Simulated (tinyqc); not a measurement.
Length of a polyene: Hueckel, PPP and singles CI along the polyenes. Computed by the program tinyqc. Hueckel uses the same beta without repulsion; CIS keeps all single excitations and so misses the low, doubly excited 2Ag state. W is the valence ionisation energy of a centre, MN the Mataga-Nishimoto formula, f the oscillator strength.

All-trans chains of carbon centres 1.40 angstrom apart:
```
parameter,value
"beta (eV), times 1 +/- alternation",-2.370000
alternation,0.180000
W (eV),11.160000
gamma_rr (eV),10.500000
repulsion formula,MN
```

Gaps and excitations (eV):
```
centres,Hueckel gap,PPP orbital gap,bright singlet (CIS),f,lowest triplet (CIS)
2,5.5932,10.7891,8.2453,0.7069,2.9411
4,3.9778,8.7471,6.0513,0.9684,2.2510
6,3.2394,7.7588,5.1135,1.3116,1.9419
8,2.8267,7.1941,4.5901,1.6287,1.7800
10,2.5673,6.8380,4.2659,1.9325,1.6855
```

What does the comparison show, and why?

The Hueckel gap tends to 4 x alternation x |beta| = 1.71 eV for long chains. Exchange opens the PPP orbital gap, and the attraction of electron and hole brings the bright state 2.57 eV below it at 10 centres; the triplet lies 2.58 eV lower still.
